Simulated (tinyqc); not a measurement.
# Changing the fraction x of B sites

Model: two-sublattice mean-field magnet: ferrimagnet, compensation points and susceptibility. Computed by tinyqc, a small Python program. Command: `OMP_NUM_THREADS=1 python tinyqc.py 3008976 3008977 out.jsonl ferri sweep`. One thread of a shared host (Intel(R) Xeon(R) Processor @ 2.30GHz), about 0.08 s of CPU time with the checks.

A random alloy A(1-x)B(x) with H = -sum over pairs J S_i.S_j. a = <S_A> and b = <S_B> are taken along z, a > 0. Exchange fields: h_A = (1 - x) zJ_AA a + x zJ_AB b, h_B = (1 - x) zJ_AB a + x zJ_BB b; a = S_A B_(S_A)(S_A h_A/(k_B T)) and likewise for b, with the Brillouin function B_S(y) = [(2S + 1)/(2S)] coth[(2S + 1) y/(2S)] - [1/(2S)] coth[y/(2S)].

Inputs (values chosen for the exercise, for a model ferrimagnet): spin S_A = 2; spin S_B = 3.5; g factor g_A = 2; g factor g_B = 2; z J_AA = 37.5 meV; z J_BB = 2.6 meV; z J_AB = -5.6 meV; T over T_c = 0.82; largest number of steps = 3000.

Constants: k_B = 8.617333262e-05 eV/K.

Method:
- Linearised, T (a, b) = M (a, b) with M_ij = S_i (S_i + 1) c_j zJ_ij/(3 k_B), c_A = 1 - x, c_B = x. T_c is the larger eigenvalue, and its eigenvector gives b/a at onset, (T_c - M_AA)/M_AB.
- Repeat from a = S_A, b = -S_B until a and b change by less than 1e-10.
- Net moment m = (1 - x) g_A a + x g_B b in mu_B per site; net spin s = (1 - x) a + x b. At T = 0, a = S_A and b = -S_B. Effective g = m/s.
- T_M: m = 0; T_A: s = 0; searched between 0.02 and 0.97 T_c, and given as 0 if there is no change of sign.

One run for each value; columns: (1) fraction x of B sites; (2) m at T = 0 (mu_B); (3) magnetic compensation T_M (K); (4) T_c (K); (5) net moment m (mu_B); (6) angular-momentum compensation T_A (K):
```
(1)     (2)    (3)    (4)    (5)    (6)
0.08   3.12    0.0  804.8  2.148    0.0
0.13   2.57    0.0  763.9  1.970    0.0
0.18   2.02    0.0  723.1  1.790    0.0
0.24   1.36    0.0  674.2  1.571    0.0
0.29   0.81    0.0  633.5  1.386    0.0
0.34   0.26    0.0  592.9  1.198    0.0
0.39  -0.29   89.1  552.4  1.006   89.1
0.45  -0.95  165.0  504.0  0.767  165.0
0.50  -1.50  211.8  464.0  0.560  211.8
0.55  -2.05  252.0  424.2  0.341  252.0
```

Over the rows, m at T = 0 (mu_B) falls from 3.12 to -2.05; magnetic compensation T_M (K) rises from 0 to 252, flat over part of the range; T_c (K) falls from 805 to 424 (exponent d ln y / d ln x -0.11 between the first rows and -0.94 between the last). A compensation point exists in 4 rows, only where B wins at T = 0 and A near T_c; within that window T_M moves by 10.2 K for each per cent of B. A zero marks no point.

Extremes, crossings and ranges named in words are read from the listed rows.
